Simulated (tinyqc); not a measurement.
Worked calculation: Stoner model of a band ferromagnet. Values are carried at full precision from step to step, so a last printed digit may differ when a step is redone from the rounded ones.

Density of states per atom and spin: triangular, D(e) = (4 M/W^2) (W/2 - |e|). Levels e -/+ I m/2 for up and down spin, m = n_up - n_down, n_up + n_down = nd. At zero temperature e(N) is the energy below which N states lie, and E(m) = sum over spins of integral e D de - I m^2/4.

Values chosen for the exercise:
- W = 3.6 eV (band width, e from -W/2 to W/2)
- M = 5 (states per atom and spin)
- nd = 8.81 (electrons per atom)
- I = 0.74 eV (Stoner parameter)

## The paramagnetic state and the Stoner criterion

Find EF from nd/2 states per spin, D(EF) and the product I D(EF); below 1 the susceptibility is enhanced by 1/(1 - I D).

EF = 0.9219 eV
D(EF) = 1.3551 1/eV
I D(EF) = 1.0028

The paramagnet is unstable.

## Energy against moment

Tabulate the splitting that the band needs, e(n_up) - e(n_down), against I m, and E(m) - E(0), at nine moments up to saturation m_max = min(nd, 2M - nd).

Energy curve:
```
m      e(n_up) (eV)  e(n_down) (eV)  difference (eV)  I m (eV)  E - E(0) (meV)
0.000        0.9219          0.9219           0.0000    0.0000             0.0
0.149        0.9786          0.8686           0.1100    0.1101             0.0
0.297        1.0395          0.8182           0.2213    0.2202             0.0
0.446        1.1058          0.7703           0.3355    0.3302             0.2
0.595        1.1791          0.7245           0.4546    0.4403             0.9
0.744        1.2623          0.6806           0.5817    0.5504             2.6
0.892        1.3609          0.6383           0.7226    0.6604             5.9
1.041        1.4895          0.5976           0.8920    0.7705            12.5
1.190        1.8000          0.5581           1.2419    0.8806            26.6
```

dE/dm is half of (difference - I m), so E falls wherever I m exceeds the difference.

## The ground state

Take the lowest of E(0), the stationary points e(n_up) - e(n_down) = I m, and saturation.

m = 0.177 muB
exchange splitting I m = 0.131 eV
E - E(0) = 0.0 meV

n_up, n_down: 4.494  4.316

Both spin bands cross the Fermi level (a weak ferromagnet).

## Checks

- States in the band over M against 1: both 1.000000.

Computed by tinyqc, a small Python program: `OMP_NUM_THREADS=1 python tinyqc.py 1682777 1682778 out.jsonl` (the numbers bound the seed that draws the inputs); one thread of a shared host (Intel(R) Xeon(R) Processor @ 2.30GHz), about 0.2 s for the whole set of steps.
